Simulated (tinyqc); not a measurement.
Worked calculation: sp3 tight binding, zinc-blende lattice. One step of it, computed by the program tinyqc.

Problem. Bloch Hamiltonian at G. Slater-Koster rules over the four bonds with direction cosines (l, m, n): ss V_ss; s-px l V_sp; px-s -l V_sp; px-px l^2 V_pps + (1 - l^2) V_ppp; px-py l m (V_pps - V_ppp); each times exp(i k.d).

Parameters chosen for this model: zinc-blende lattice, anion at 0, cation at a/4 (1,1,1); V = eta hbar^2 / (m d^2), hbar^2/m = 7.619964 eV angstrom^2:
```
parameter          value      unit
a               5.620000  angstrom
d               2.433531  angstrom
Es anion      -14.740000        eV
Ep anion       -6.380000        eV
Es cation     -12.300000        eV
Ep cation      -5.100000        eV
eta ss         -1.320000
eta sp          1.420000
eta pp sigma    2.220000
eta pp pi      -0.630000
V ss           -1.698451        eV
V sp            1.827121        eV
V pp sigma      2.856485        eV
V pp pi        -0.810624        eV
```

k point G (2 pi / a): 0  0  0

Give: H(k) at G.

Solution.

H(k) at G (eV):
```
           a s     a px     a py     a pz       c s     c px     c py     c pz
a s   -14.7400   0.0000   0.0000   0.0000   -6.7938   0.0000   0.0000   0.0000
a px    0.0000  -6.3800   0.0000   0.0000    0.0000   1.6470   0.0000   0.0000
a py    0.0000   0.0000  -6.3800   0.0000    0.0000   0.0000   1.6470   0.0000
a pz    0.0000   0.0000   0.0000  -6.3800    0.0000   0.0000   0.0000   1.6470
c s    -6.7938   0.0000   0.0000   0.0000  -12.3000   0.0000   0.0000   0.0000
c px    0.0000   1.6470   0.0000   0.0000    0.0000  -5.1000   0.0000   0.0000
c py    0.0000   0.0000   1.6470   0.0000    0.0000   0.0000  -5.1000   0.0000
c pz    0.0000   0.0000   0.0000   1.6470    0.0000   0.0000   0.0000  -5.1000
```
